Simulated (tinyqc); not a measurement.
Deep-level transient spectroscopy (DLTS) of one majority-carrier trap: one step, computed by the program tinyqc.

A filling pulse loads the traps in a one-sided junction; under reverse bias they empty at the rate e, and the capacitance relaxes as C(t) = C_0 - dC exp(-e t). The signal is S = [C(t_2) - C(t_1)]/dC.

Question. Rate window and signal. S(e) = exp(-e t_1) - exp(-e t_2) peaks at the rate window e_0 = ln(t_2/t_1)/(t_2 - t_1).

Inputs (values chosen for the exercise, with mass and screening modelled on GaP): gate time t_1 = 0.004 s; ratio t_2/t_1 = 2; temperature T = 125 K.

Carriers: electrons. Extra term: none.

emission rate e = 271.0496 1/s

Give: rate window e_0; peak height S_max; signal at T.

Answer.

rate window e_0 = 173.3 1/s

peak height S_max = 0.25

signal at T = 0.2238

At this T the trap empties faster than the window, by a factor 1.56: the point lies on the high-temperature side of the peak.
